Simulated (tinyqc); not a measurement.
Inside a calculation: finite square well with mass mismatch (envelope functions). Values are carried at full precision from step to step, so a last printed digit may differ when a step is redone from the rounded ones.

A square well of width L and depth V0, mass mw inside and mb outside, energies from the bottom of the well, c = hbar^2/2m0. k = sqrt(mw E/c), kappa = sqrt(mb (V0 - E)/c). psi and psi'/m are continuous at the walls (BenDaniel-Duke), so level n solves k L + 2 atan[(k/mw)/(kappa/mb)] = n pi.

Constants: hbar^2/2m0 = 3.80998211 eV angstrom^2.

Parameters, chosen for this exercise (near those of a strained Si well in SiGe; the results hold for these values, not for the real material): L = 71 angstrom (well width); V0 = 0.19 eV (barrier height); mw = 0.943 m0 (mass in the well); mb = 0.958 m0 (mass in the barrier); alpha_w = 0.47 1/eV (non-parabolicity in the well); alpha_b = 0.22 1/eV (non-parabolicity in the barrier).

## How many levels are bound

At E = V0 the arctangent equals pi/2, so level n is bound if k0 L > (n - 1) pi with k0 = sqrt(mw V0/c). Compare with the infinitely deep well, E1(hard) = c (pi/L)^2/mw.

k0 = 0.21686 1/angstrom
k0 L/pi = 4.9009
number of bound levels = 5
E1(hard) = 0.0079 eV

The count does not depend on mb. One more level binds at L = 72.4 angstrom.

## The lowest level by bisection

f(E) = k L + 2 atan[(k/mw)/(kappa/mb)] - pi rises with E. Twelve halvings of [0, V0]: keep the half in which f changes sign.

Bisection:
```
step  low (eV)  high (eV)  midpoint (eV)        k    kappa        f
1      0.00000    0.19000        0.09500  0.15334  0.15456   9.3243
2      0.00000    0.09500        0.04750  0.10843  0.18929   5.6108
3      0.00000    0.04750        0.02375  0.07667  0.20446   3.0300
4      0.00000    0.02375        0.01188  0.05421  0.21163   1.2168
5      0.00000    0.01188        0.00594  0.03834  0.21513  -0.0616
6      0.00594    0.01188        0.00891  0.04695  0.21339   0.6317
7      0.00594    0.00891        0.00742  0.04286  0.21426   0.3024
8      0.00594    0.00742        0.00668  0.04066  0.21470   0.1255
9      0.00594    0.00668        0.00631  0.03951  0.21491   0.0333
10     0.00594    0.00631        0.00612  0.03893  0.21502  -0.0138
11     0.00612    0.00631        0.00622  0.03922  0.21497   0.0098
12     0.00612    0.00622        0.00617  0.03908  0.21500  -0.0020
```

After twelve halvings the bracket is V0/4096 = 0.046 meV wide.

## Bound levels

Solve the condition for each n (six at most). With A = cos(kL/2) for even and sin(kL/2) for odd levels, the probability in the barriers is Pb = (A^2/kappa)/(A^2/kappa + L/2 +/- sin(kL)/(2k)), + for even.

Levels:
```
n  parity  E (eV)  k (1/angstrom)  kappa (1/angstrom)      Pb
1    even  0.0062         0.03910             0.21499  0.0038
2     odd  0.0246         0.07805             0.20393  0.0159
3    even  0.0550         0.11664             0.18426  0.0387
4     odd  0.0965         0.15454             0.15334  0.0793
5    even  0.1471         0.19084             0.10381  0.1658
```

The lowest level lies at 78 % of the infinite-well value and decays into the barrier over 1/kappa = 4.7 angstrom.

## Mass in the plane and density of states

To first order in the in-plane energy, 1/m_par = (1 - Pb)/mw + Pb/mb for each subband. Each adds a step D = m_par/(2 pi c) to the density of states per area (spin included, one valley); 1/angstrom^2 = 1e16/cm^2.

Subbands:
```
n  m_par (m0)  D (1e13/(eV cm^2))
1      0.9431              39.394
2      0.9432              39.402
3      0.9436              39.416
4      0.9442              39.441
5      0.9455              39.495
```

The mass is taken as isotropic here; the valleys of Si are not, and in the plane they have mt, about 0.19 m0, so their real steps are about five times smaller.

## Levels with energy-dependent masses

Non-parabolic bands: mw is replaced by mw (1 + alpha_w E) and mb by mb (1 - alpha_b (V0 - E)), in k, kappa and the matching condition alike.

Solve the same condition with the energy-dependent masses, and list the shift from the parabolic levels that exist in both.

Levels:
```
n  E (eV)  mass inside  mass outside  shift (meV)
1  0.0062       0.9457        0.9193          0.0
2  0.0245       0.9539        0.9231         -0.1
3  0.0541       0.9670        0.9294         -0.9
4  0.0935       0.9844        0.9377         -3.0
5  0.1404       1.0052        0.9475         -6.7
6  0.1874       1.0261        0.9575            -
```

Level 1 moves by 0.0 meV and level 5 by -6.7 meV. The heavier mass inside raises k at E = V0, which binds further levels (1 of them among the six at most that are listed).

## Checks

- Lowest level by finite differences (200 cells across the well) against the matching condition, eV: both 0.0062.

Run: tinyqc, `OMP_NUM_THREADS=1 python tinyqc.py 1250886 1250887 out.jsonl`; Intel(R) Xeon(R) Processor @ 2.30GHz, one thread, shared host; about 0.01 s of CPU time with all checks.
